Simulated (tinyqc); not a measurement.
Where in the gap a trap does harm: carrier lifetime from Shockley-Read-Hall, radiative, Auger and surface recombination. Computed by tinyqc, a small Python program. Command: `OMP_NUM_THREADS=1 python tinyqc.py 3019763 3019764 out.jsonl lifetime walk`. One thread of a shared host (Intel(R) Xeon(R) Processor @ 2.30GHz), about 0.02 s of CPU time with the checks.

Energies are counted from the top of the valence band. Boltzmann statistics, full ionisation, and equal excess densities of electrons and holes.

Inputs (values chosen for the exercise, with bands modelled on germanium): gap E_g = 0.672 eV; electron mass m_e = 0.225 m_0; valleys M_c = 4; hole mass m_h = 0.352 m_0; temperature T = 250 K; doping N = 5.9e+16 cm^-3; trap level E_t = 0.243 eV; trap density N_t = 2.4e+12 cm^-3; electron cross-section sigma_n = 3.5e-15 cm^2; hole cross-section sigma_p = 1.7e-15 cm^2.

Doping: n-type. Surface term: two equal surfaces.

Constants: m_0 = 9.1093837015e-31 kg; k_B = 1.380649e-23 J/K; h = 6.62607015e-34 J s; k_B = 8.617333262e-05 eV/K.

Method:
- N_c = 2 M_c (2 pi m_e k_B T/h^2)^(3/2) and N_v = 2 (2 pi m_h k_B T/h^2)^(3/2), masses in units of m_0.
- n_i = sqrt(N_c N_v) exp(-E_g/2 k_B T); majority density N/2 + sqrt(N^2/4 + n_i^2), minority density n_i^2 over it.
- v = sqrt(3 k_B T/m) with m_e or m_h; tau_n0 = 1/(sigma_n v_n N_t), tau_p0 = 1/(sigma_p v_p N_t); n1 = N_c exp(-(E_g - E_t)/k_B T), p1 = N_v exp(-E_t/k_B T).
- Low injection: tau = [tau_p0 (n_0 + n1) + tau_n0 (p_0 + p1)]/(n_0 + p_0). Depleted region (n = p = 0): generation lifetime tau_g = (tau_p0 n1 + tau_n0 p1)/n_i. n1 = N_c exp(-(E_g - E_t)/k_B T), p1 = N_v exp(-E_t/k_B T).

tau_p0 = 1.36390e-05 s

n_0 = 5.90000e+16 cm^-3

N_c = 8.14956e+18 cm^-3

tau_n0 = 5.29644e-06 s

p_0 = 1.56305e+07 cm^-3

N_v = 3.98671e+18 cm^-3

n_i = 9.60312e+11 cm^-3

The same trap at other energies:
```
E_t (eV)  SRH lifetime (s)  generation lifetime (s)
0.040           6.9535e-05               3.4342e+00
0.101           1.6933e-05               2.0236e-01
0.168           1.3786e-05               9.0252e-03
0.235           1.3646e-05               4.0271e-04
0.302           1.3639e-05               2.1977e-05
0.336           1.3639e-05               2.3205e-05
0.370           1.3641e-05               9.5269e-05
0.437           1.3674e-05               2.1189e-03
0.504           1.4412e-05               4.7509e-02
0.571           3.0977e-05               1.0652e+00
0.632           3.0788e-04               1.8078e+01
```

What does the comparison show, and why?

The SRH lifetime (other channels left aside) stays within 10 % of its least value, among these rows, from E_t = 0.168 to 0.504 eV. The generation lifetime has a sharp minimum, among these rows at 0.302 eV and exactly at 0.318 eV, where tau_p0 n1 = tau_n0 p1, since generation needs two thermal jumps and the larger one rules.

Extremes, crossings and ranges named in words are read from the listed rows.
